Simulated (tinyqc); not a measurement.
Fully depleted semiconductor-on-insulator film with two gates, non-linear Poisson equation by Newton steps: one step of the calculation.

One dimension across the film, front interface at x = 0, back interface at x = ts. psi is counted from the intrinsic level, n = ni exp(psi/Vt) (source grounded), holes neglected, acceptors ionised. Gates act through Cox = eps0 eox/tox and Cbox = 3.9 eps0/tb with potentials G1 = Vg - (phiM - chi - Vt ln(Nc/ni)) and G2 = Vb - (phiB - chi - Vt ln(Nc/ni)). Classical Boltzmann densities, no interface charge, no depletion in the back plane.

Problem. Capacitances and gate potentials. ni = sqrt(Nc Nv) exp(-Eg/(2 Vt)), Eg in volts; Cox, Cbox, G1, G2 as defined; Cs = eps0 eps_r/ts; a = eps0 eps_r/h with h = ts/8; coupling ratio of a depleted film Cs Cbox/(Cox (Cs + Cbox)).

Values chosen for this exercise; band and dielectric values close to those of silicon: temperature T = 300 K; band gap Eg = 1.13 eV; relative permittivity eps_r = 11.5; conduction-band density of states at T Nc = 2.84e19 cm^-3; valence-band density of states at T Nv = 2.67e19 cm^-3; electron affinity chi = 4.03 eV; relative permittivity of the gate insulator (close to silicon dioxide) eox = 3.9; insulator thickness tox = 1.3 nm; film thickness ts = 7.4 nm; buried-oxide thickness (eps_r 3.9) tb = 51 nm; work function of the front gate phiM = 4.33 eV; work function of the back plane phiB = 4.08 eV; back-gate voltage Vb = 0 V; front-gate voltage Vg = 0.15 V.

Constants: q = 1.602176634e-19 C, kB = 1.380649e-23 J/K, Vt = kB T/q, eps0 = 8.8541878128e-14 F/cm where lengths are in cm. Results are converted to the units shown.

Give: ni; Cox; Cbox; Cs; a; G1; G2; coupling ratio.

Solution.

ni = 8.8784e9 cm^-3
Cox = 2.6563 uF/cm^2
Cbox = 0.067708 uF/cm^2
Cs = 1.3760 uF/cm^2
a = 11.008 uF/cm^2
G1 = 0.41580 V
G2 = 0.51580 V
coupling ratio = 0.024295

Range of the model: In so thin a film or at such density quantum confinement moves the charge away from the interfaces and raises the threshold.

Numbers from tinyqc (`OMP_NUM_THREADS=1 python tinyqc.py 2190018 2190019 out.jsonl`; about 0.4 s on one thread of a shared Intel Xeon 2.30GHz).
